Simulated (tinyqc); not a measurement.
Double-gate transistor below threshold, two-dimensional Poisson equation on a small mesh: two steps of the calculation.

Half of a symmetric double-gate structure: row 0 is the mid-plane of the body, where the normal field vanishes. Mobile charge is neglected (subthreshold), the body is fully depleted, and potentials are counted from the intrinsic level; rows run upward to the gate, columns from source to drain.

Inputs (values chosen for the exercise); semiconductor permittivity close to that of gallium nitride:
```
symbol,value,unit,meaning
eps_r,9.66,,relative permittivity of the semiconductor
eox,7.5,,relative permittivity of the insulator
tb,3,nm,half the body thickness
tox,2.7,nm,insulator thickness
L,27,nm,channel length
Na,0,cm^-3,acceptor density of the depleted body
```

Constants: q = 1.602176634e-19 C, eps0 = 8.8541878128e-14 F/cm where lengths are in cm. Results are converted to the units shown.

Problem 1. Coefficients of the five-point equations. Mesh: rows i = 0..3 in the semiconductor (step hs = tb/3, row 3 on the interface), then 2 step(s) ho = tox/2 up to the gate row 5; columns j = 0..7 (step hy = L/7). Box integration, divided by eps0: up_i = eps hy/h of the interval above row i, dn_i = that of the interval below (0 for row 0), lat_i = (sum of eps h/2 over the intervals above and below)/hy, s_i = -q Na w_i hy/eps0 with w_i the semiconductor height of the box (hs/2 for row 0 and the interface row, hs between, 0 in the insulator). Each free node obeys (up + dn + 2 lat) psi = up psi(above) + dn psi(below) + lat [psi(left) + psi(right)] + s.

Wanted: up; dn; lat; s.

Solution 1.

| row | up | dn | lat | s (V) |
|---|---|---|---|---|
| 0 | 37.260 | 0 | 1.2522 | 0 |
| 1 | 37.260 | 37.260 | 2.5044 | 0 |
| 2 | 37.260 | 37.260 | 2.5044 | 0 |
| 3 | 21.429 | 37.260 | 2.5647 | 0 |
| 4 | 21.429 | 21.429 | 2.6250 | 0 |

Problem 2. Over-relaxation sweep (omega = 1.6). Free nodes: rows 0..4, columns 1..6, taken row by row from row 0, left to right. t = (up psi(above) + dn psi(below) + lat [psi(left) + psi(right)] + s)/(up + dn + 2 lat), with the newest neighbours; psi(new) = psi + 1.6 (t - psi).

psi at the start (fixed values on the edges, free nodes at zero) (V):

|  | j=0 | j=1 | j=2 | j=3 | j=4 | j=5 | j=6 | j=7 |
|---|---|---|---|---|---|---|---|---|
| row 0 | 0.5200000 | 0.0000000 | 0.0000000 | 0.0000000 | 0.0000000 | 0.0000000 | 0.0000000 | 1.5200000 |
| row 1 | 0.5200000 | 0.0000000 | 0.0000000 | 0.0000000 | 0.0000000 | 0.0000000 | 0.0000000 | 1.5200000 |
| row 2 | 0.5200000 | 0.0000000 | 0.0000000 | 0.0000000 | 0.0000000 | 0.0000000 | 0.0000000 | 1.5200000 |
| row 3 | 0.5200000 | 0.0000000 | 0.0000000 | 0.0000000 | 0.0000000 | 0.0000000 | 0.0000000 | 1.5200000 |
| row 4 | 0.2750000 | 0.0000000 | 0.0000000 | 0.0000000 | 0.0000000 | 0.0000000 | 0.0000000 | 0.7750000 |
| row 5 | 0.0300000 | 0.0300000 | 0.0300000 | 0.0300000 | 0.0300000 | 0.0300000 | 0.0300000 | 0.0300000 |

| row | up | dn | lat | s (V) |
|---|---|---|---|---|
| 0 | 37.26 | 0 | 1.2522222 | 0 |
| 1 | 37.26 | 37.26 | 2.5044444 | 0 |
| 2 | 37.26 | 37.26 | 2.5044444 | 0 |
| 3 | 21.428571 | 37.26 | 2.5647222 | 0 |
| 4 | 21.428571 | 21.428571 | 2.625 | 0 |

Find: psi after iteration 1.

Solution 2.

psi after iteration 1 (V):

|  | j=0 | j=1 | j=2 | j=3 | j=4 | j=5 | j=6 | j=7 |
|---|---|---|---|---|---|---|---|---|
| row 0 | 0.520 | 0.026 | 0.001 | 0.000 | 0.000 | 0.000 | 0.077 | 1.520 |
| row 1 | 0.520 | 0.046 | 0.003 | 0.000 | 0.000 | 0.000 | 0.134 | 1.520 |
| row 2 | 0.520 | 0.061 | 0.006 | 0.000 | 0.000 | 0.000 | 0.177 | 1.520 |
| row 3 | 0.520 | 0.090 | 0.011 | 0.001 | 0.000 | 0.000 | 0.263 | 1.520 |
| row 4 | 0.275 | 0.110 | 0.039 | 0.026 | 0.024 | 0.023 | 0.279 | 0.775 |
| row 5 | 0.030 | 0.030 | 0.030 | 0.030 | 0.030 | 0.030 | 0.030 | 0.030 |

Numbers from tinyqc (`OMP_NUM_THREADS=1 python tinyqc.py 2480005 2480006 out.jsonl`; about 0.1 s on one thread of a shared Intel Xeon 2.30GHz).
